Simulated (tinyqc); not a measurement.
Finnis-Sinclair potential for a bcc metal: fit to cohesion and elasticity, then vacancy, surfaces and structure: one step, computed by the program tinyqc.

E = (1/2) sum V(r) - A sqrt(rho), rho = sum phi(r), phi = (r - d)^2 for r < d, V = (r - c)^2 (c0 + c1 r + c2 r^2) for r < c. In bcc the 8 first neighbours lie at sqrt(3) a/2 and the 6 second at a; both cut-offs lie below the third shell; Omega = a^3/2; E is per atom and z the number of atoms in a shell. The four constants A, c0, c1, c2 are fitted to E_c, zero pressure, B and C12 - C44 alone, so C44 and C11 - C12 are not matched singly; defects are unrelaxed.

Problem. Density sums and the constant A. rho = sum z phi, rho1 = sum z r phi', rho2 = sum z r^2 phi''. At zero pressure the effective pair part V + 2 F' phi obeys C12 = C44, so C12 - C44 = F'' (rho1/3)^2/Omega with F'' = A/(4 rho^(3/2)); this gives A.

Inputs (values chosen for the exercise, modelled on vanadium):
```
quantity             value      unit
lattice constant a    3.04  angstrom
target C12             116       GPa
target C44            42.5       GPa
density cut-off d/a  1.196         -
```

Constants: 1 eV/angstrom^3 = 160.2176634 GPa.

Give: rho; rho1; rho2; A.

Solution.

rho = 10.18 angstrom^2

rho1 = -63.99 angstrom^2

rho2 = 221.7984 angstrom^2

A = 1.840 eV/angstrom
